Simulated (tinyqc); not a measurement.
Round nanowire with a gate all round, subbands and threshold shift from confinement: one step of the calculation.

Undoped body with a flat potential across it, hard walls, transport along x. Three valley pairs (g = 2 each) with the longitudinal mass along x, y or z. Non-parabolicity enters the subband edges through E (1 + al E) = gamma, so E = 2 gamma/(1 + sqrt(1 + 4 al gamma)); motion within a subband is taken as parabolic with the band-edge mass. Energies are counted from the bulk band edge.

Task. Threshold shift. Each subband has N_k = g sqrt(2 mx m0 kB T/(pi hbar^2)); without degeneracy n = exp(EF/Vt) sum N_k exp(-E_k/Vt). Classical value Nc times pi t^2/4, Nc = sum over valleys of 2 g (m m0 kB T/(2 pi hbar^2))^1.5 with m = (mx my mz)^(1/3). Threshold shift dVT = Vt ln(classical value/sum N_k exp(-E_k/Vt)). Use the subbands listed.

Parameters, values chosen for the exercise; masses close to those of silicon:
- T = 200 K (temperature)
- ml = 0.923 m0 (longitudinal mass)
- mt = 0.187 m0 (transverse mass)
- t = 6.3 nm (diameter)

Constants: q = 1.602176634e-19 C, kB = 1.380649e-23 J/K, hbar = 1.054571817e-34 J s, m0 = 9.1093837015e-31 kg, Vt = kB T/q. Results are converted to the units shown.

E_k, subband y0,1 to z1,1 (eV): [0.065059675, 0.065059675, 0.10819834, 0.16516921, 0.16516921]
N_k, subband y0,1 to z1,1 (cm^-1): [3.2818282e6, 3.2818282e6, 7.2911475e6, 6.5636563e6, 6.5636563e6]

Wanted: shares; sum N_k exp(-E_k/Vt); Nc; classical value; dVT.

Result.

shares, subband y0,1 to z1,1 (%): [45.58, 45.58, 8.29, 0.27, 0.27]
sum N_k exp(-E_k/Vt) = 1.652e5 cm^-1
Nc = 1.472e19 cm^-3
classical value = 4.590e6 cm^-1
dVT = 57.30 mV

Range of the model: For the strongly anisotropic y and z valleys the mean inverse mass serves only for l = 0; pairs with l > 0 really split widely.

Program tinyqc, `OMP_NUM_THREADS=1 python tinyqc.py 2350072 2350073 out.jsonl`; Intel Xeon 2.30GHz, shared host, one thread, about 0.2 s.
